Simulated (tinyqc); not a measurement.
Potential-pH (Pourbaix) lines of a metal, its cation, its oxide and an oxyanion, with a complexing ligand: one step, computed by the program tinyqc. Command: `OMP_NUM_THREADS=1 python tinyqc.py 3009010 3009011 out.jsonl pourb walk`. One thread of a shared host (Intel(R) Xeon(R) Processor @ 2.30GHz), about 0.01 s of CPU time with the checks.

Potentials are against the standard hydrogen electrode; solids and water have unit activity; dG_f of M, H+ and the electron is zero; F = e N_A and s = R T ln(10)/F. The cation carries z = 2.

Task: Mixed potential with oxygen reduction. Anodic i = i0a 10^((E - E_a)/b_a) with E_a the cation line with ligand; cathodic i = i0c 10^((E_c - E)/b_c) with E_c the oxygen line; supply caps the cathodic current, 1/i_c = 1/i(Tafel) + 1/i_L. E_corr makes the two currents equal. Without the cap it would be [b_c E_a + b_a E_c + b_a b_c log10(i0c/i0a)]/(b_a + b_c). Rate = i V_m/(z F). Films are left out.

Inputs (values chosen for the exercise, modelled on copper): temperature T = 298.15 K; pH = 12; limiting current density i_L = 0.0021 A/cm^2; molar volume V_m = 7.11 cm^3/mol.

Species: M, M2+, MO, MO2(2-).

exchange current densities, metal and cathodic (A/cm^2): [1.7e-06, 2.4e-11]

Tafel slopes, anodic and cathodic (mV/decade): [55, 130]

cation line with ligand = -0.1468180 V

oxygen line = 0.5189793 V

Constants: e = 1.602176634e-19 C; N_A = 6.02214076e+23 1/mol.

Give: E_corr without the cap; corrosion potential E_corr; corrosion current density; i/i_L; etch rate.

Result:

E_corr without the cap = -0.13633 V

corrosion potential E_corr = -0.13635 V

corrosion current density = 2.6345e-06 A/cm^2

i/i_L = 0.0012545

etch rate = 0.058240 nm/min

The current is under activation control. Caution: other oxidation states, hydroxides and hydrides are left out, and the lines say nothing of rates. Caution: at this pH the oxyanion, not the cation, is the stable product, so this anodic line is not the one that acts. Caution: so near the reversible potential the back reaction matters and the Tafel form fails.
